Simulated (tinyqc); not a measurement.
Diamond against structures with more neighbours: Stillinger-Weber potential for a tetrahedral semiconductor. Computed by tinyqc, a small Python program. Command: `OMP_NUM_THREADS=1 python tinyqc.py 3026787 3026788 out.jsonl swsi walk`. One thread of a shared host (Intel(R) Xeon(R) Processor @ 2.30GHz), about 0.03 s of CPU time with the checks.

With x = r/sigma: pair term eps A (B x^-4 - 1) exp(1/(x - a)); for each pair of neighbours j, k of atom i, three-body term eps lambda exp(gamma/(x_ij - a) + gamma/(x_ik - a)) (cos theta_jik + 1/3)^2; both vanish beyond x = a. A = 7.049556277, B = 0.6022245584, a = 1.8.

Inputs (values chosen for the exercise, modelled on silicon):
```
quantity,value,unit
energy scale eps,2.269,eV
length scale sigma,2.103,angstrom
three-body strength lambda,18.7,-
gamma,1.1,-
```

Method. Each structure is relaxed in its neighbour distance d (lowest minimum for d between sigma and 1.7 sigma), with all neighbours inside the cut-off, second shells too where they fall inside.

Energies per atom (eV):
```
structure,first neighbours,d (angstrom),pair,three-body,total,volume (angstrom^3)
diamond,4,2.3605,-4.5380,0.0000,-4.5380,20.251
simple cubic,6,2.6597,-5.6654,1.8567,-3.8087,18.814
bcc,8,2.8867,-5.5316,2.1707,-3.3610,18.518
fcc,12,3.0097,-5.4629,2.3248,-3.1380,19.278
```

What follows from these numbers?

The order is diamond < simple cubic < bcc < fcc, the lowest two 0.729 eV apart. Against diamond the pair energy changes by -1.13 (simple cubic), -0.99 (bcc), -0.92 (fcc) eV, while angles away from 109.47 degrees cost 1.86, 2.17, 2.32 eV; the bonds stretch to 3.01 angstrom in fcc to weaken that penalty.

Extremes, crossings and ranges named in words are read from the listed rows.
